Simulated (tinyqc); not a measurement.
Carrier lifetime of a p-type layer with SRH, radiative, Auger and surface recombination: one step of the calculation.

Uniform excess density dn = dp (no trapping), n = n0 + dn, p = p0 + dn, Boltzmann statistics, full ionisation. Surfaces enter as a rate 2 S dn/d, which holds while diffusion to them is fast.

Problem. Lifetime, shares and quasi-Fermi splitting. With e = n p - ni^2 = dn (n0 + p0 + dn): U_SRH = e/(tp0 (n + n1) + tn0 (p + p1)), U_rad = B e, U_Aug = (Cn n + Cp p) e, U_s = 2 S dn/d. tau = dn/U, shares of U, splitting Vt ln(n p/ni^2), radiative efficiency U_rad/U.

Values chosen for this exercise; band and dielectric values those of a made-up semiconductor:
```
symbol,value,unit,meaning
T,400,K,temperature
B,1.24e-12,cm^3/s,radiative coefficient
Cn,3.4e-31,cm^6/s,Auger coefficient (two electrons)
Cp,7e-32,cm^6/s,Auger coefficient (two holes)
S,2000,cm/s,surface recombination velocity (both faces)
d,5,um,sample thickness
```

Constants: q = 1.602176634e-19 C, kB = 1.380649e-23 J/K, Vt = kB T/q. Results are converted to the units shown.

converged dn = 1.3326709e15 cm^-3
ni = 44.038126 cm^-3
n0 = 9.6967828e-15 cm^-3
p0 = 2e17 cm^-3
n1 = 7.2396954e-11 cm^-3
p1 = 2.6787820e13 cm^-3
tn0 = 6.5789474e-4 s
tp0 = 6.5789474e-7 s

Give: tau; shares; quasi-Fermi splitting.

Solution.

tau = 1.212e-7 s
shares (%): SRH 0.02, radiative 3.02, Auger 0.04, surface 96.92
quasi-Fermi splitting = 2.313 V

Surface recombination takes the largest share. dn is 0.0067 times the doping: low injection.

tinyqc, about 0.01 s, one thread, Intel Xeon 2.30GHz (shared host): `OMP_NUM_THREADS=1 python tinyqc.py 2300135 2300136 out.jsonl`
